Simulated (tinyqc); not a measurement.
Worked calculation: CCD on RHF in the cc-pvdz basis, for He, spin multiplicity 1. One step of it, computed by the program tinyqc.

Task: Orthogonalisation. S = U s U^T; symmetric (Loewdin) form X = U s^(-1/2) U^T, so that X^T S X = 1.

overlap S, lower triangle:
```
,1He 1s,1He 2s,1He 2px,1He 2py,1He 2pz
1He 1s,1.000000
1He 2s,0.634168,1.000000
1He 2px,0.000000,0.000000,1.000000
1He 2py,0.000000,0.000000,0.000000,1.000000
1He 2pz,0.000000,0.000000,0.000000,0.000000,1.000000
```

Give: eigenvalues of S; X.

Result:

eigenvalues of S: 0.3658  1.0000  1.0000  1.0000  1.6342

X, lower triangle:
```
,1He 1s,1He 2s,1He 2px,1He 2py,1He 2pz
1He 1s,1.2178
1He 2s,-0.4355,1.2178
1He 2px,0.0000,0.0000,1.0000
1He 2py,0.0000,0.0000,0.0000,1.0000
1He 2pz,0.0000,0.0000,0.0000,0.0000,1.0000
```
